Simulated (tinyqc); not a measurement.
A log to judge: Landau-Devonshire theory of a uniaxial ferroelectric. Computed by tinyqc. Command: `OMP_NUM_THREADS=1 python tinyqc.py 3004221 3004222 out.jsonl ferro walk`. One thread of a shared host (Intel(R) Xeon(R) Processor @ 2.30GHz), about 0.01 s of CPU time with the checks.

G(P) = (alpha/2) P^2 + (beta*/4) P^4 + (gamma/6) P^6 - E P per volume, SI units, one domain, P along the polar axis, which is normal to the film.

Inputs (values chosen for the exercise, modelled on lead titanate): alpha_0 = 760000 J m/(C^2 K); Curie-Weiss temperature T0 = 752 K; beta = -2.84e+08 J m^5/C^4; gamma = 1.52e+09 J m^9/C^6; temperature T = 630 K; misfit strain u_m = -0.0071; electrostriction Q12 = -0.026 m^4/C^2; compliance s11 + s12 = 5.5e-12 m^2/N; applied field E = 2.9 MV/m; start of Newton steps P0/Ps = 0.35.

Sample: epitaxial film.

Constants: eps_0 = 8.8541878128e-12 F/m.

Method:
- alpha = alpha_0 (T - T0*), with clamping: T0* = T0 + 4 Q12 u_m/(alpha_0 (s11 + s12)), beta* = beta + 4 Q12^2/(s11 + s12).
- Ps^2 = [-beta* + sqrt(beta*^2 - 4 alpha gamma)]/(2 gamma).
- chi = 1/(eps_0 G''), G'' = alpha + 3 beta* P^2 + 5 gamma P^4 at Ps. Ps, chi and the coercive field are for perfect screening, without a depolarising field. The intrinsic coercive field is |alpha P + beta* P^3 + gamma P^5| at the P_c where G'' = 0. 1 C/m^2 = 100 microcoulomb/cm^2.
- Solve G'(P) = alpha P + beta* P^3 + gamma P^5 - E = 0 by P(new) = P - G'/G'' from P0; stop when the step is below 1e-11 C/m^2 (G' under 1e-6 MV/m is shown as 0).

Newton steps:
```
step  P (microcoulomb/cm^2)     G' (MV/m)  G'' (MJ m/C^2)
1                   19.9259  -4.60065e+01        -190.262
2                   -4.2548   6.74103e+00        -225.822
3                   -1.2697  -1.86257e-02        -226.874
4                   -1.2779             0        -226.873
5                   -1.2779             0        -226.873
```

Can the last value be used, and what does the course show?

No. The steps end on a root with G'' < 0, the maximum of G between the wells: the start lay inside P_c, where the curvature is negative. Reruns converge with start of Newton steps P0/Ps = 1.0; or with start of Newton steps P0/Ps = 2.0.
